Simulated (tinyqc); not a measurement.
Inside a calculation: propagation of a band-gap error through k.p and effective-mass formulas. Values are carried at full precision from step to step, so a last printed digit may differ when a step is redone from the rounded ones.

Chain, for a gap E (the reference Eg or another value), with Ep and Dso kept: 1/me = 1 + Ep (E + 2 Dso/3)/(E (E + Dso)); g* = 2 - 2 Ep Dso/(3 E (E + Dso)); g1(E) = g1 + (Ep/3)(1/E - 1/Eg), g2(E) = g2 + (Ep/6)(1/E - 1/Eg), light hole 1/(g1 + 2 g2), heavy hole 1/(g1 - 2 g2) along [100]; optical constant ei(E) = 1 + (ei - 1)(EP/(EP + E - Eg))^2, static e0(E) = ei(E) + e0 - ei.

Constants: Ry = 13.60569312 eV; a0 (Bohr radius) = 0.5291772105 angstrom; kB = 8.617333262e-05 eV/K; hbar^2/2m0 = 3.80998211 eV angstrom^2.

Parameters, chosen for this exercise (reference values near those of GaAs, gap at low temperature; shifted at random, so the results belong to these values and not to a real crystal): Eg = 1.522 eV (gap at Gamma to the s-like level); Dso = 0.339 eV (spin-orbit splitting); Ep = 26 eV (Kane energy); g1 = 7 (Luttinger gamma1); g2 = 2.06 (gamma2); e0 = 13.07 (static dielectric constant); ei = 10.69 (optical dielectric constant); EP = 5.1 eV (mean (Penn) gap); Eg2 = 2.511 eV (a wrong gap, of the size a hybrid with far too much exact exchange can give); mh = 0.42 m0 (density-of-states mass of the holes); T = 77 K (temperature); k = 0.014 1/angstrom (wave vector).

## Masses, g factor and screening for both gaps

Evaluate the chain at Eg and at Eg2.

Band values at the two gaps:
```
quantity       at Eg   at Eg2  ratio
me           0.05867  0.09138  1.558
g*          -0.07453    1.179      -
g1             7.000    4.757  0.680
g2             2.060   0.9386  0.456
light hole   0.08993   0.1507  1.676
heavy hole    0.3472   0.3472  1.000
ei             10.69    7.798  0.729
e0             13.07    10.18  0.779
```

The gap is off by a factor of 1.65; the electron mass follows with 1.56 and the light hole with 1.68, while the heavy hole, which does not couple to the conduction level, keeps its value. The optical constant changes less, by -27 %, as it answers to the mean gap, which shifts by the same +0.99 eV on a base of 5.1 eV. g* moves by +1.25; near zero it is a difference of larger terms, and remote bands, left out here, shift it by tenths.

## Binding energies and densities for both gaps

Donor: R = Ry me/e0^2, a_B = a0 e0/me, Mott density (0.26/a_B)^3. Nc, Nv = 2 (m kT/(4 pi c))^(3/2), c = hbar^2/2m0, ni = sqrt(Nc Nv) exp(-E/2kT). Exciton: Ry mu/e0^2 with 1/mu = 1/me + g1(E). 1 angstrom^-3 = 1e24 cm^-3.

Use the values of the table.

Results:
```
quantity                  at Eg     at Eg2     ratio
R (meV)                   4.673      12.00      2.57
a_B (angstrom)            117.9      58.94     0.500
Mott density (cm^-3)  1.073e+16  8.583e+16      8.00
Nc (cm^-3)            4.637e+16  9.013e+16      1.94
ni (cm^-3)            3.152e-33  1.893e-65  6.00e-33
exciton (meV)             3.312      8.365      2.53
```

Power laws carry the error on: the donor energy (me/e0^2) by a factor of 2.57, the Mott density (cube of me/e0) by 8.00. ni, with its exponential, changes by a factor of 6.00e-33, that is 32.2 decades.

## A scissor shift and what it does not mend

A rigid shift D = Eg - Eg2 of the conduction band restores the gap but leaves the curvature, so the mass stays me(Eg2); redoing the sum 1/m = 1 + Ep (E + 2 Dso/3)/(E (E + Dso)) with E = Eg and the same Ep gives another mass. For optics, eps2 at the edge goes as |p|^2/E^2: a rigid shift keeps the dipole elements p/E, while shifting the energies under unchanged p scales eps2 by (Eg2/Eg)^2.

shift D = -0.989 eV
mass under a rigid shift = 0.0914 m0
mass from the sum with the corrected gap = 0.0587 m0
factor on eps2 if p is left unscaled = 2.722

The rigid shift leaves the mass off by a factor of 1.56. The mass from the corrected gap is the reference me(Eg) here, because the exercise keeps Ep fixed; a real correction of the gap depends on k and changes Ep as well.

## Far from the edge the relative error shrinks

Two-level dispersion E(k) = sqrt(E^2/4 + Ep c k^2) - E/2 at k/4, k, 4k for both gaps, c = hbar^2/2m0.

Energies above the edge:
```
k (1/angstrom)  at Eg (eV)  at Eg2 (eV)  ratio
0.00350             0.0008       0.0005  0.606
0.01400             0.0127       0.0077  0.609
0.05600             0.1823       0.1182  0.648
```

The ratio tends to Eg/Eg2 = 0.61 at k = 0 and goes from 0.606 to 0.648: at large k both curves approach the same slope sqrt(Ep c), while their distance in eV grows towards |Eg - Eg2|/2.

## Checks

- Chain at E = Eg against the inputs g1, g2, ei, e0: they agree to 1e-10 or better.

(tinyqc, `OMP_NUM_THREADS=1 python tinyqc.py 1851097 1851098 out.jsonl`, Intel(R) Xeon(R) Processor @ 2.30GHz, 1 thread, shared host, about 0.01 s.)
